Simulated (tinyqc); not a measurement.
# MOS capacitor on an n-type substrate, surface potential from the exact charge relation: what changes with what

Uniform n-type substrate, Boltzmann statistics, full ionisation, classical densities. psi is the surface potential against the body (positive when the bands bend down) and u = -psi/Vt. Traps are spread evenly over the gap and neutral at flat band, so their charge is -q Dit psi; the minority quasi-Fermi level is shifted by Vb.

Inputs (values chosen for the exercise); band and dielectric values close to those of silicon:
```
symbol    value         unit                                                                 meaning
T           250            K                                                             temperature
Eg         1.14           eV                                                                band gap
eps_r      11.8                                                                relative permittivity
Nc      2.13e19        cm^-3                                  conduction-band density of states at T
Nv      1.98e19        cm^-3                                     valence-band density of states at T
chi        4.09           eV                                                       electron affinity
N        2.6e15        cm^-3                                          donor density of the substrate
eox         3.9               relative permittivity of the gate insulator (close to silicon dioxide)
tox          12           nm                                                     insulator thickness
phiM        4.7           eV                                                      gate work function
Nf       1.6e10        cm^-2                            fixed charge at the interface, in units of q
Dit        1e10  cm^-2 eV^-1                                              density of interface traps
Vb            0            V                    reverse bias of the inversion layer against the body
```

Constants: q = 1.602176634e-19 C, kB = 1.380649e-23 J/K, Vt = kB T/q, eps0 = 8.8541878128e-14 F/cm where lengths are in cm. Results are converted to the units shown.

Each table varies one quantity; the others keep the values above.

## Capacitance-voltage curves

ni = sqrt(Nc Nv) exp(-Eg/(2 Vt)), Eg in volts; phiF = Vt ln(N/ni); Cox = eps0 eox/tox; Vfb = phiM - chi - Vt ln(Nc/N) - q Nf/Cox; Q0 = sqrt(2 eps0 eps_r q N Vt); r = (ni/N)^2 exp(-Vb/Vt); VT = Vfb - [(2 phiF + Vb)(1 + q Dit/Cox) + sqrt(2 eps0 eps_r q N (2 phiF + Vb))/Cox]. u = -psi/Vt; F^2 = exp(-u) + u - 1 + r (exp(u) - u - 1); Qs = +sign(u) Q0 F; Cs = -dQs/dpsi = (Q0/Vt) |1 - exp(-u) + r (exp(u) - 1)|/(2 F). psi solves Vg = Vfb + psi + (q Dit psi - Qs)/Cox. Low frequency: 1/C_LF = 1/Cox + 1/(Cs + q Dit). High frequency, in the simple estimate in which traps and minority carriers do not follow: 1/C_HF = 1/Cox + 1/Cd, Cd being Cs with r = 0 at the same psi. Deep depletion: r = 0 and Dit = 0 both in the equation for psi and in Cs. Minority sheet density N_inv = (Q0/(2 q)) int_0^u r (exp(t) - 1)/F(t) dt for u > 0. N_inv under 1 cm^-2 is printed as 0. Regimes: accumulation when majority carriers gather, then depletion up to |psi| = phiF + Vb, weak inversion up to 2 phiF + Vb, strong inversion beyond.

Results:
```
Vg (V),psi (V),C_LF/Cox,C_HF/Cox,C_deep/Cox,N_inv (cm^-2),regime
1.39,0.1718,0.9497,0.9496,0.9497,0,accumulation
1.03,0.1488,0.9172,0.9171,0.9172,0,accumulation
0.67,0.1028,0.7946,0.7943,0.7948,0,accumulation
0.3,-0.08134,0.1733,0.1694,0.1691,0,depletion
-0.06,-0.4015,0.08150,0.07678,0.07659,268.6,weak inversion
-0.42,-0.7357,0.08456,0.05719,0.05703,1.047e9,weak inversion
-1.15,-0.9142,0.9354,0.05146,0.04134,9.771e11,strong inversion
-1.51,-0.9330,0.9574,0.05096,0.03721,1.590e12,strong inversion
-1.88,-0.9465,0.9686,0.05061,0.03404,2.230e12,strong inversion
```

Estimate the missing row, Vg = -0.79 V.

Computed row:
```
Vg (V),psi (V),C_LF/Cox,C_HF/Cox,C_deep/Cox,N_inv (cm^-2),regime
-0.79,-0.8816,0.8676,0.05238,0.04723,3.902e11,strong inversion
```

With this row back in the table: C_LF/Cox is lowest, 0.0815, at Vg = -0.06 V (weak inversion) among the rows listed and is 0.969 in the last row, where C_HF/Cox is 0.0506 and the deep-depletion value 0.0340. Vfb = 0.407 V, where C_HF/Cox = 0.331 (Cox in series with eps0 eps_r/LD), and VT = -0.440 V. Over the last two rows psi moves by only 0.036 V a volt of gate bias, since the inversion charge screens the body. In strong accumulation and inversion degeneracy and confinement, left out here, lower the capacitance.

## Effect of the fixed charge at the interface on threshold and swing

ni = sqrt(Nc Nv) exp(-Eg/(2 Vt)), Eg in volts; phiF = Vt ln(N/ni); Cox = eps0 eox/tox; Vfb = phiM - chi - Vt ln(Nc/N) - q Nf/Cox; VT = Vfb - [(2 phiF + Vb)(1 + q Dit/Cox) + sqrt(2 eps0 eps_r q N (2 phiF + Vb))/Cox]. gamma = sqrt(2 eps0 eps_r q N)/Cox; Wm = sqrt(2 eps0 eps_r (2 phiF + Vb)/(q N)); m = 1 + (eps0 eps_r/Wm + q Dit)/Cox; swing m Vt ln 10; Cmin/Cox = 1/(1 + Cox Wm/(eps0 eps_r)).

The same in every row: 2 phiF (V) = 0.75332; gamma (V^0.5) = 0.10253; Wm (nm) = 614.72; m = 1.0646; swing (mV/decade) = 52.811; Cmin/Cox = 0.055770.

Result of one run:
```
Nf (cm^-2),Vfb (V),VT (V)
8e11,-0.029544,-0.87605
```

What becomes of these results when the fixed charge at the interface, in units of q Nf is changed from 8e11 to -4e11 cm^-2, all else the same?

Result of the changed run:
```
Nf (cm^-2),Vfb (V),VT (V)
-4e11,0.63858,-0.20792
```

The whole series:
```
Nf (cm^-2),Vfb (V),VT (V)
-4e11,0.63858,-0.20792
-2e11,0.52723,-0.31927
0,0.41587,-0.43063
2e11,0.30452,-0.54198
4e11,0.19316,-0.65334
6e11,0.081810,-0.76469
8e11,-0.029544,-0.87605
```

As Nf goes from -4e11 to 8e11, VT falls from -0.208 to -0.876 V, the swing stays at 52.8 mV/decade and Cmin/Cox stays at 0.0558. The whole change of VT is that of Vfb: the curve shifts rigidly.

## Effect of the insulator thickness on threshold and swing

Same model as above.

The same in every row: 2 phiF (V) = 0.7533; Wm (nm) = 614.7.

Effect of the insulator thickness on threshold and swing:
```
tox (nm),Vfb (V),gamma (V^0.5),VT (V),m,swing (mV/decade),Cmin/Cox
3,0.4136,0.02563,-0.3630,1.016,50.41,0.01455
4.5,0.4125,0.03845,-0.3757,1.024,50.81,0.02167
6.6,0.4110,0.05639,-0.3936,1.036,51.37,0.03146
9.8,0.4086,0.08373,-0.4208,1.053,52.22,0.04602
15,0.4047,0.1282,-0.4651,1.081,53.61,0.06875
22,0.3995,0.1880,-0.5246,1.118,55.48,0.09770
32,0.3921,0.2734,-0.6097,1.172,58.15,0.1361
48,0.3802,0.4101,-0.7458,1.259,62.43,0.1911
```

As tox goes from 3 to 48, VT falls from -0.363 to -0.746 V, the swing rises from 50.4 to 62.4 mV/decade and Cmin/Cox rises from 0.0146 to 0.191. Of the change of VT by -0.383 V, -0.0334 V comes from Vfb and -0.349 V from the band bending and the charge it takes. m - 1 goes as tox^(1.00), that is as 1/Cox.

tinyqc, about 0.01 s, one thread, Intel Xeon 2.30GHz (shared host): `OMP_NUM_THREADS=1 python tinyqc.py 2060066 2060067 out.jsonl`
